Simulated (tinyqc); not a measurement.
Inside a calculation: carrier statistics of a doped semiconductor with parabolic bands. Values are carried at full precision from step to step, so a last printed digit may differ when a step is redone from the rounded ones.

Constants: kB = 8.617333262e-05 eV/K; hbar^2/2m0 = 3.80998211 eV angstrom^2.

Values chosen for the exercise (near those of Ge; shifted at random, so the results belong to these values and not to a real crystal):
- Eg0 = 0.7459 eV (gap at 0 K)
- al = 0.000477 eV/K (Varshni alpha)
- be = 237 K (Varshni beta)
- T = 500 K
- ml = 1.61 m0 (longitudinal electron mass)
- mt = 0.0811 m0 (transverse electron mass)
- Mv = 4 (equivalent valleys)
- mhh = 0.331 m0 (heavy-hole mass)
- mlh = 0.0428 m0 (light-hole mass)
- ND = 2.2e+15 1/cm^3 (donors)
- NA = 1.1e+16 1/cm^3 (acceptors)
- ED = 0.012 eV (donor level below Ec)
- EA = 0.0109 eV (acceptor level above Ev)

## Gap and thermal energy

Eg(T) = Eg0 - al T^2/(T + be) (Varshni).

Eg = 0.58410 eV
kT = 0.043087 eV

The gap has shrunk by 161.8 meV from 0 K and is 13.6 kT wide.

## Effective densities of states

m_de = Mv^(2/3) (ml mt^2)^(1/3); m_dh = (mhh^(3/2) + mlh^(3/2))^(2/3); N = 2 (m kB T/(4 pi c))^(3/2) with c = hbar^2/2m0, in 1/angstrom^3; times 1e24 for 1/cm^3.

m_de = 0.5533 m0
m_dh = 0.3412 m0
Nc = 2.2225e+19 1/cm^3
Nv = 1.0760e+19 1/cm^3

The light holes supply 4.4 % of Nv, and Nc/Nv = 2.07.

## Intrinsic density and level

With Boltzmann statistics ni = sqrt(Nc Nv) exp(-Eg/2kT) and Ei = Eg/2 + (kT/2) ln(Nv/Nc), counted from Ev.

ni = 1.76e+16 1/cm^3
Ei = 0.2764 eV

Ei lies 15.6 meV below midgap, towards the band with the smaller density of states.

## Neutrality by bisection

Energies are counted from Ev, so Ec = Eg. n = Nc F_1/2((EF - Eg)/kT), p = Nv F_1/2(-EF/kT), ND+ = ND/(1 + 2 exp((EF - Eg + ED)/kT)), NA- = NA/(1 + 4 exp((EA - EF)/kT)); neutrality asks p + ND+ = n + NA-. F_j(eta) = (1/Gamma(j + 1)) integral_0^infinity x^j dx/(1 + exp(x - eta)), which tends to exp(eta) for eta << 0.

Start from the bracket [-0.2 eV, Eg + 0.2 eV]; at the midpoint EF take the sign of p + ND+ - n - NA-; where it is positive EF must rise. Fourteen steps are shown.

Bisection (eV, 1/cm^3):
```
step       low     high       EF         n         p       ND+       NA-  sign
1     -0.20000  0.78410  0.29205  2.53e+16  1.22e+16  2.19e+15  1.09e+16     -
2     -0.20000  0.29205  0.04602  8.38e+13  3.32e+18  2.20e+15  3.97e+15     +
3      0.04602  0.29205  0.16904  1.46e+15  2.11e+17  2.20e+15  9.98e+15     +
4      0.16904  0.29205  0.23054  6.07e+15  5.10e+16  2.20e+15  1.07e+16     +
5      0.23054  0.29205  0.26129  1.24e+16  2.50e+16  2.20e+15  1.09e+16     +
6      0.26129  0.29205  0.27667  1.77e+16  1.75e+16  2.20e+15  1.09e+16     -
7      0.26129  0.27667  0.26898  1.48e+16  2.09e+16  2.20e+15  1.09e+16     -
8      0.26129  0.26898  0.26514  1.35e+16  2.29e+16  2.20e+15  1.09e+16     +
9      0.26514  0.26898  0.26706  1.42e+16  2.19e+16  2.20e+15  1.09e+16     -
10     0.26514  0.26706  0.26610  1.39e+16  2.24e+16  2.20e+15  1.09e+16     -
11     0.26514  0.26610  0.26562  1.37e+16  2.26e+16  2.20e+15  1.09e+16     +
12     0.26562  0.26610  0.26586  1.38e+16  2.25e+16  2.20e+15  1.09e+16     +
13     0.26586  0.26610  0.26598  1.38e+16  2.24e+16  2.20e+15  1.09e+16     -
14     0.26586  0.26598  0.26592  1.38e+16  2.24e+16  2.20e+15  1.09e+16     -
```

Each step halves the bracket, which is 0.120 meV wide at the last row.

## The neutral state

Solve the neutrality condition for EF to convergence.

EF = 0.2659 eV
n = 1.38e+16 1/cm^3
p = 2.25e+16 1/cm^3
ND+ = 2.20e+15 1/cm^3
NA- = 1.09e+16 1/cm^3

The material is nearly intrinsic; 98.9 % of the acceptors are ionised. EF lies 6.17 kT inside the gap from the valence edge, so Boltzmann statistics would serve; n p/(Nc Nv exp(-Eg/kT)) = 0.999.

## Checks

- F_1/2(1) by the trapezoid rule against adaptive quadrature: both 1.575641.
- Positive against negative charge at the solution (1/cm^3): both 2.46637e+16.

(tinyqc, `OMP_NUM_THREADS=1 python tinyqc.py 1652183 1652184 out.jsonl`, Intel(R) Xeon(R) Processor @ 2.30GHz, 1 thread, shared host, about 0.01 s.)
